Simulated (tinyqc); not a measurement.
# Nanowire ballistic transistor, top-of-the-barrier model, step by step

Program tinyqc, `OMP_NUM_THREADS=1 python tinyqc.py 2400089 2400090 out.jsonl`; Intel Xeon 2.30GHz, shared host, one thread, about 0.04 s. Printed values are rounded.

At the top of the source barrier, states moving towards the drain are filled by the source (Fermi level 0) and states moving back by the drain (Fermi level -q Vd); nothing scatters. U is the shift of the band edge there, set by the capacitances CG, CD and CS (the total) and by the charge. Parabolic one-dimensional subband; the source is grounded.

Values chosen for this exercise; mass and valleys close to those of silicon (two valleys):
- T = 350 K (temperature)
- m = 0.197 m0 (effective mass)
- gv = 2 (valley degeneracy)
- eox = 9 (relative permittivity of the gate insulator)
- tox = 1.5 nm (insulator thickness)
- d = 3 nm (wire diameter)
- aG = 0.9 (gate control CG/CS)
- aD = 0.056 (drain control CD/CS)
- E0 = 0.33 eV (band edge at the barrier top above the source Fermi level at zero bias)
- Vg = 0.7 V (gate voltage)
- Vd = 0.7 V (drain voltage)

Constants: q = 1.602176634e-19 C, kB = 1.380649e-23 J/K, hbar = 1.054571817e-34 J s, h = 6.62607015e-34 J s, m0 = 9.1093837015e-31 kg, Vt = kB T/q, eps0 = 8.8541878128e-14 F/cm where lengths are in cm. Results are converted to the units shown.

## Density of states, capacitances and charge at zero bias

N0 = gv sqrt(2 m kB T/pi)/hbar, CG = 2 pi eps0 eox/ln(1 + 2 tox/d), CS = CG/aG, n0 = n at U = 0 and Vd = 0. eta1 = -(E0 + U)/Vt, eta2 = eta1 - Vd/Vt, n = (N0/2)[F_(-1/2)(eta1) + F_(-1/2)(eta2)], F_(-1/2)(x) = (1/sqrt(pi)) int_0^infinity u^(-1/2)/(1 + exp(u - x)) du. UL = -(aG Vg + aD Vd).

N0 = 4.45602e6 cm^-1
CG = 7.22347 pF/cm
CS = 8.02607 pF/cm
n0 = 78.9134 cm^-1
UL = -0.6692 eV

## Iteration 1: self-consistent potential at the barrier top

U at the start (U = UL) = -0.6692 eV

eta1 = -(E0 + U)/Vt, eta2 = eta1 - Vd/Vt, n = (N0/2)[F_(-1/2)(eta1) + F_(-1/2)(eta2)], F_(-1/2)(x) = (1/sqrt(pi)) int_0^infinity u^(-1/2)/(1 + exp(u - x)) du. U(out) = UL + q (n - n0)/CS. U(new) = U + 0.2 (U(out) - U).

eta1 = 11.2464
eta2 = -11.9626
n = 8.40250e6 cm^-1
U(out) = -0.501470 eV
U after iteration 1 = -0.635654 eV

## Iteration 2: self-consistent potential at the barrier top

As before.

eta1 = 10.1342
eta2 = -13.0748
n = 7.96953e6 cm^-1
U(out) = -0.510113 eV
U after iteration 2 = -0.610546 eV

## Course of the iteration: self-consistent potential at the barrier top

Stop when U changes by less than 1e-9 eV, or after 90 iterations.

Course of the iteration:
```
iteration     U (eV)  |change| (eV)
1          -0.635654         0.0335
2          -0.610546         0.0251
3          -0.591820         0.0187
4          -0.577897         0.0139
5          -0.567573         0.0103
6          -0.559933        7.64e-3
7          -0.554290        5.64e-3
8          -0.550127        4.16e-3
9          -0.547059        3.07e-3
...              ...            ...
50         -0.538524        9.97e-9
51         -0.538524        7.32e-9
52         -0.538524        5.38e-9
53         -0.538524        3.95e-9
54         -0.538524        2.90e-9
55         -0.538524        2.13e-9
56         -0.538524        1.57e-9
57         -0.538524        1.15e-9
58         -0.538524       8.45e-10
```

Converged in 58 iterations. At the end each change is about 0.73 times the one before: linear convergence.

## Current, mean velocity and share of the gate voltage

converged U = -0.538524 eV

N0 = gv sqrt(2 m kB T/pi)/hbar, CG = 2 pi eps0 eox/ln(1 + 2 tox/d), CS = CG/aG, n0 = n at U = 0 and Vd = 0. eta1 = -(E0 + U)/Vt, eta2 = eta1 - Vd/Vt, n = (N0/2)[F_(-1/2)(eta1) + F_(-1/2)(eta2)], F_(-1/2)(x) = (1/sqrt(pi)) int_0^infinity u^(-1/2)/(1 + exp(u - x)) du. I = gv (2 q^2/h) Vt [ln(1 + exp eta1) - ln(1 + exp eta2)]. Mean velocity I/(q n). CQ = (q/Vt) dn/d(eta1); the band edge follows the gate as -dU/dVg = aG/(1 + CQ/CS).

eta1 = 6.91376
n = 6.54628e6 cm^-1
I = 32.3179 uA
mean velocity = 3.08133e7 cm/s
CQ = 2.62480 pF/cm
-dU/dVg = 0.678204 eV/V

The carriers from the source are degenerate (eta1 = 6.91), and the mean velocity is 2.35 times vT = sqrt(2 kB T/(pi m)) = 1.31e7 cm/s.
